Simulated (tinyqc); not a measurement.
# Gas flow in a process chamber: flow regimes, conductance, effective pumping speed, pump-down, outgassing and purge, step by step

A worked calculation. Computed by tinyqc, a small Python program that keeps every step. Command: `OMP_NUM_THREADS=1 python tinyqc.py 3120353 3120354 out.jsonl pump walk`. One thread of a shared host (Intel(R) Xeon(R) Processor @ 2.30GHz), about 0.06 s of CPU time with the checks. Intermediate numbers are printed to about 7 digits and carried at full precision; extremes and crossings named in words are read from the listed rows.

Ideal gas, isothermal flow, a pump of constant speed at the end of a round pipe; process gas, volume gas and outgassing are given the same properties. 1 sccm = 101325 Pa x 1e-6 m^3/60 s x T/273.15 K.

Inputs (values chosen for the exercise, modelled on hydrogen near room temperature):
```
quantity                     value            unit
molar mass M                 2.016           g/mol
molecular diameter            0.27              nm
viscosity eta                  8.9   micropascal s
temperature T                  350               K
chamber volume V                11               L
wall area                      1.6             m^2
pipe diameter d                6.3              cm
pipe length l                   20              cm
pump speed S                   230             L/s
process gas flow               5.7            sccm
outgassing rate after 1 h  6.3e-07  Pa m^3/(s m^2)
outgassing exponent n          1.1               -
starting pressure p0          2500              Pa
target base pressure         2e-05              Pa
```

Constants: k_B = 1.380649e-23 J/K; u = 1.6605390666e-27 kg.

## Molecular flow

Mean speed c = sqrt(8 k_B T/(pi m)); aperture conductance C_a = c pi d^2/16; molecular pipe C_m = C_a/(1 + 3 l/(4 d)) (Dushman form); viscous pipe C_v = pi d^4 p_mean/(128 eta l); Knudsen interpolation C = C_v + C_m (1 + x)/(1 + 1.24 x), x = d p_mean sqrt(m/(k_B T))/eta. Effective speed 1/S_eff = 1/S + 1/C_m; time constant V/S_eff; pressure at which the free path k_B T/(sqrt2 pi d_m^2 p) equals d.

mean speed c = 1917.237 m/s

C_a = 1494.125 L/s

C_m = 441.9243 L/s

S_eff in molecular flow = 151.2709 L/s

time constant = 0.07271723 s

pressure where the free path equals d = 0.2368200 Pa

The pipe passes on 66 % of the pump speed.

## Process pressure

Steady flow: the pump inlet is at p_2 = Q/S, and the chamber pressure p_1 solves Q = C((p_1 + p_2)/2) (p_1 - p_2). Residence time = p_1 V/Q. Knudsen number = free path at the mean pressure over d.

throughput Q = 12.33409 Pa L/s

p_2 = 0.05362647 Pa

chamber pressure p_1 = 0.08242398 Pa

conductance C = 428.3040 L/s

residence time = 0.07350878 s

Knudsen number = 3.481356

The flow in the pipe is molecular.

## Purging a well-mixed chamber

With steady flow a contaminant decays as exp(-t/residence time); gas used = flow x time.

time to dilute 1e3 times = 0.5077807 s

time to dilute 1e6 times = 1.015561 s

gas used for 1e6 = 0.09647833 standard cm^3

## Pump-down curve

Pump-down: V dp/dt = -S_eff(p) p + q(t) A, with S_eff = S p_2/p, where p_2 solves C((p + p_2)/2) (p - p_2) = S p_2 at each moment, and q(t) = q_1 (1 h/(t + 10 s))^n; integrated adaptively. At long times p = q(t) A/S_eff. S_eff(p) is tabulated at 260 pressures and interpolated in ln p. Comparison columns: p0 exp(-t/time constant) with the molecular S_eff (0 below 1e-26 p0), and the outgassing limit.

Pressure against time:
```
t (s)         p (Pa)  S_eff (L/s)  volume gas only (Pa)  outgassing limit (Pa)
0.3     5.599044e+00     199.3017          4.038572e+01           4.183280e-03
1       4.206529e-03     151.1103          2.664196e-03           3.891401e-03
3       3.261076e-03     151.1454          3.025649e-15           3.238174e-03
10      2.025257e-03     151.1920                     0           2.016067e-03
30      9.426482e-04     151.2338                     0           9.405284e-04
100     3.093551e-04     151.2587                     0           3.091050e-04
300     9.891528e-05     151.2670                     0           9.888720e-05
1000    2.697254e-05     151.2698                     0           2.697022e-05
3600    6.643400e-06     151.2706                     0           6.643241e-06
20000   1.009876e-06     151.2708                     0           1.009872e-06
100000  1.720246e-07     151.2709                     0           1.720244e-07
```

From t = 1 s on the pressure is within 20 % of the outgassing limit, which falls only as (t + 10 s)^-1.1: walls, not volume, set the time to base pressure. Early on viscous flow raises S_eff to 199 L/s, 1.3 times its molecular value.

## Time to base pressure

From the outgassing limit: t = 1 h x (q_1 A/(S_eff p_target))^(1/n) - 10 s; monolayer time at the target = 1e19 m^-2 x 4 k_B T/(p c) for unit sticking.

time to the target = 0.3654091 h

monolayer time = 5.040869 s

Checks made by the program: throughput from C and the pressure drop (relative difference below 1e-10).
